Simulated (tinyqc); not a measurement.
Both saturation currents from two open-circuit voltages.

Question. Without shunt, at open circuit JL = J01 (exp(Voc/Vt) - 1) + J02 (exp(Voc/(2 Vt)) - 1). Find J01, J02 and the mean ideality (Voc2 - Voc1)/(Vt ln(JL2/JL1)).

Inputs (values chosen for the exercise):
- T = 300 K (temperature)

Constants: q = 1.602176634e-19 C, kB = 1.380649e-23 J/K, Vt = kB T/q. Results are converted to the units shown.

photocurrents (mA/cm^2): 20  1
Voc (V): 1.0184002  0.86513911

Answer. The relation is linear in J01 and J02, so two light levels give two equations; series resistance plays no part at open circuit.

J01 = 5.100e-21 A/cm^2
J02 = 5.400e-11 A/cm^2
mean ideality = 1.979

Computed by the program tinyqc: `OMP_NUM_THREADS=1 python tinyqc.py 2280106 2280107 out.jsonl`, one thread of a shared Intel Xeon 2.30GHz, about 0.01 s for the whole run.
